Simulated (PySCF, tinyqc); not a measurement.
CCSD on RHF in the 3-21g basis, for H3+, spin multiplicity 1, step by step. The lowest restricted solution is unstable here: a spin-polarised one lies 0.0013 hartree lower (PySCF). One step of it, computed by the program tinyqc.

Question. Iteration 7 (converged): orbitals. Diagonalise F' = X^T F X, C = X C', fill 1 alpha and 1 beta electrons from the bottom; D = 2 C_occ C_occ^T. Each column has its largest component positive (the first on a tie).

converged F (hartree):
```
,1H 1s,1H 2s,2H 1s,2H 2s,3H 1s,3H 2s
1H 1s,-0.207412,-0.711560,-0.356221,-0.476899,-0.356221,-0.476899
1H 2s,-0.711560,-0.747842,-0.446223,-0.553303,-0.446223,-0.553303
2H 1s,-0.356221,-0.446223,-0.099277,-0.546327,-0.063054,-0.160915
2H 2s,-0.476899,-0.553303,-0.546327,-0.528844,-0.160915,-0.290326
3H 1s,-0.356221,-0.446223,-0.063054,-0.160915,-0.099277,-0.546327
3H 2s,-0.476899,-0.553303,-0.160915,-0.290326,-0.546327,-0.528844
```

X:
```
,1,2,3,4,5,6
1H 1s,-0.779959,0.000000,0.821303,0.769221,0.000000,0.234267
1H 2s,2.406058,0.000000,-0.527213,0.201436,0.000000,0.330320
2H 1s,0.327204,-0.848133,0.697899,-0.488108,0.437753,0.173083
2H 2s,-1.423742,0.995939,-0.510056,-0.152666,0.372787,0.254722
3H 1s,0.327204,0.848133,0.697899,-0.488108,-0.437753,0.173083
3H 2s,-1.423742,-0.995939,-0.510056,-0.152666,-0.372787,0.254722
```

Give: F' = X^T F X; orbital energies; coefficients C; D after iteration 7.

Answer.

F' = X^T F X (hartree):
```
,1,2,3,4,5,6
1,0.5990,0.0000,-0.1246,-0.4662,0.0000,-0.0445
2,0.0000,0.7769,0.0000,0.0000,-0.2426,0.0000
3,-0.1246,0.0000,0.7351,-0.0327,0.0000,-0.0603
4,-0.4662,0.0000,-0.0327,0.3026,0.0000,-0.0515
5,0.0000,-0.2426,0.0000,0.0000,-0.3318,0.0000
6,-0.0445,0.0000,-0.0603,-0.0515,0.0000,-0.9037
```

orbital energies (hartree): MO1 -0.9119, MO2 -0.3825, MO3 -0.0446, MO4 0.7200, MO5 0.8277, MO6 0.9695

coefficients C:
```
,MO1,MO2,MO3,MO4,MO5,MO6
1H 1s,0.2755,0.0000,0.2274,0.3666,0.0000,-1.2913
1H 2s,0.4456,0.0000,1.4902,-0.0656,0.0000,1.9476
2H 1s,0.1876,0.2548,-0.1238,0.8580,0.9198,0.2749
2H 2s,0.1482,0.5688,-1.0468,-0.7304,-0.8985,-0.8509
3H 1s,0.1876,-0.2548,-0.1238,0.8580,-0.9198,0.2749
3H 2s,0.1482,-0.5688,-1.0468,-0.7304,0.8985,-0.8509
```

D after iteration 7:
```
,1H 1s,1H 2s,2H 1s,2H 2s,3H 1s,3H 2s
1H 1s,0.1518,0.2455,0.1034,0.0816,0.1034,0.0816
1H 2s,0.2455,0.3971,0.1672,0.1321,0.1672,0.1321
2H 1s,0.1034,0.1672,0.0704,0.0556,0.0704,0.0556
2H 2s,0.0816,0.1321,0.0556,0.0439,0.0556,0.0439
3H 1s,0.1034,0.1672,0.0704,0.0556,0.0704,0.0556
3H 2s,0.0816,0.1321,0.0556,0.0439,0.0556,0.0439
```
